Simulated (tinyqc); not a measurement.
Band offsets of oxides on a semiconductor by the charge-neutrality-level model: oxides compared.

Each material has a charge-neutrality level at the depth Phi = chi + Eg - CNL below vacuum. For oxide B on semiconductor A, dEc = (chiA - PhiA) - (chiB - PhiB) + S (PhiA - PhiB), dEv = EgB - EgA - dEc, with the pinning factor S = 1/(1 + 0.1 (eps_inf - 1)^2) of the oxide. S = 1 is the affinity rule, S = 0 aligns the two levels.

The same for each oxide, with both limits.

Inputs (values chosen for the exercise); substrate values close to those of germanium: gap of the semiconductor EgA = 0.66 eV; its electron affinity chiA = 4.04 eV; its charge-neutrality level above the valence edge cA = 0.1 eV.

Oxides (values chosen for the exercise, close to those of the materials named):

|  | Eg (eV) | chi (eV) | CNL above Ev (eV) | eps_inf |
|---|---|---|---|---|
| silicon dioxide | 8.85 | 0.88 | 4.61 | 2.26 |
| silicon nitride | 5.42 | 2.13 | 2.66 | 4.07 |
| aluminium oxide | 8.86 | 1.01 | 5.42 | 3.32 |
| hafnium oxide | 5.87 | 2.43 | 3.67 | 3.9 |
| zirconium oxide | 5.95 | 2.54 | 3.68 | 4.72 |
| titanium oxide | 3.07 | 3.83 | 2.14 | 7.69 |
| tantalum oxide | 4.48 | 3.22 | 3.26 | 4.66 |

Offsets:

|  | S | dEc (eV) | dEv (eV) | dEc, S = 1 (eV) | dEc, S = 0 (eV) |
|---|---|---|---|---|---|
| silicon dioxide | 0.8630 | 3.231 | 4.959 | 3.160 | 3.680 |
| silicon nitride | 0.5148 | 2.051 | 2.709 | 1.910 | 2.200 |
| aluminium oxide | 0.6501 | 2.978 | 5.222 | 3.030 | 2.880 |
| hafnium oxide | 0.5432 | 1.624 | 3.586 | 1.610 | 1.640 |
| zirconium oxide | 0.4195 | 1.622 | 3.668 | 1.500 | 1.710 |
| titanium oxide | 0.1826 | 0.3408 | 2.069 | 0.2100 | 0.3700 |
| tantalum oxide | 0.4274 | 0.7284 | 3.092 | 0.8200 | 0.6600 |

Both offsets exceed 1 eV for: silicon dioxide, silicon nitride, aluminium oxide, hafnium oxide, zirconium oxide. dEc falls short for: titanium oxide, tantalum oxide. The choice of S matters most for silicon dioxide, where the limits differ by 0.520 eV.

Range of the model: The model ignores the chemistry of the actual interface, which can move offsets by several tenths of an eV.

Numbers from tinyqc (`OMP_NUM_THREADS=1 python tinyqc.py 2410072 2410073 out.jsonl`; about 0.01 s on one thread of a shared Intel Xeon 2.30GHz).
